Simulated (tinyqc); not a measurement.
Scale length and length offset from two DIBL values.

Problem. DIBL = exp(-Le/(2 l)) + 2 exp(-Le/l) with Le = L - dL. Find l, dL and the drawn length for a DIBL of 100 mV/V.

DIBL at drawn lengths 26 and 47 nm (mV/V): [138.83303, 17.963020]

Answer. With e = exp(-Le/(2 l)), 2 e^2 + e = DIBL gives e and so Le/l at each length; Le/l is a straight line in L with slope 1/l.

l = 5.60 nm
dL = 1.60 nm
length for 100 mV/V = 29.2 nm

Program tinyqc, `OMP_NUM_THREADS=1 python tinyqc.py 2002016 2002017 out.jsonl`; Intel Xeon 2.30GHz, shared host, one thread, about 0.01 s.
